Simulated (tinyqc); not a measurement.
Composition profile: interdiffusion in a binary couple: Darken equations, Kirkendall shift and Boltzmann-Matano analysis. Computed by tinyqc, a small Python program. Command: `OMP_NUM_THREADS=1 python tinyqc.py 3027273 3027274 out.jsonl darken walk`. One thread of a shared host (Intel(R) Xeon(R) Processor @ 2.30GHz), about 0.01 s of CPU time with the checks.

x is the mole fraction of B; the molar volume is constant, and the two halves are long enough to count as infinite.

Inputs (values chosen for the exercise, for a model alloy A-B):

| quantity | value | unit |
|---|---|---|
| tracer diffusivity D*_A(0) | 3.2e-13 | m^2/s |
| tracer diffusivity D*_B(0) | 4.6e-13 | m^2/s |
| slope k of ln D* with x | -1.5 | - |
| regular-solution parameter W | 0.032 | eV |
| temperature T | 1320 | K |
| left composition x_L | 0.38 | - |
| right composition x_R | 0.73 | - |
| time t | 6600 | s |

Vacancy-wind correction: Manning, fcc.

Constants: k_B = 8.617333262e-05 eV/K.

Method:
- D*_i(x) = D*_i(0) exp(k x); thermodynamic factor Phi = 1 - 2 W x (1 - x)/(k_B T); with f0 = 0.7815, M0 = 2 f0/(1 - f0), den = M0 ((1 - x) D*_A + x D*_B): D_A = D*_A Phi [1 + 2 (1 - x)(D*_A - D*_B)/den], D_B = D*_B Phi [1 - 2 x (D*_A - D*_B)/den]; interdiffusion D~ = x D_A + (1 - x) D_B.
- With lambda = z/sqrt(t), the profile solves d/dlambda (D~ dx/dlambda) + (lambda/2) dx/dlambda = 0 with x = x_L and x_R far to the left and right; z = 0 is the original interface. It is solved as a boundary-value problem in y = lambda/sqrt(D~ at the mean composition) on -12 < y < 12 (collocation, tolerance 1e-8).
- The last column is the error-function profile for a constant D~ taken at the mean composition.

D~ at the mean composition = 1.4445e-13 m^2/s

Profile at time t:

| y | z (um) | x | dx/dz (1/um) | x for constant D~ |
|---|---|---|---|---|
| -3.0 | -92.631 | 0.38949 | 0.0004113 | 0.38593 |
| -2.0 | -61.754 | 0.41150 | 0.0010884 | 0.40753 |
| -1.5 | -46.316 | 0.43206 | 0.0015919 | 0.43055 |
| -1.0 | -30.877 | 0.46105 | 0.0021710 | 0.46391 |
| -0.5 | -15.439 | 0.49907 | 0.0027434 | 0.50664 |
| 0.0 | 0.000 | 0.54498 | 0.0031627 | 0.55500 |
| 0.5 | 15.439 | 0.59495 | 0.0032392 | 0.60336 |
| 1.0 | 30.877 | 0.64255 | 0.0028480 | 0.64609 |
| 1.5 | 46.316 | 0.68092 | 0.0020823 | 0.67945 |
| 2.0 | 61.754 | 0.70648 | 0.0012441 | 0.70247 |
| 3.0 | 92.631 | 0.72668 | 0.0002452 | 0.72407 |

At the original interface x = 0.5450, against the mean 0.5550. D~ is 0.533 times as large at x_R as at x_L, so the profile is flatter and reaches further on the left.
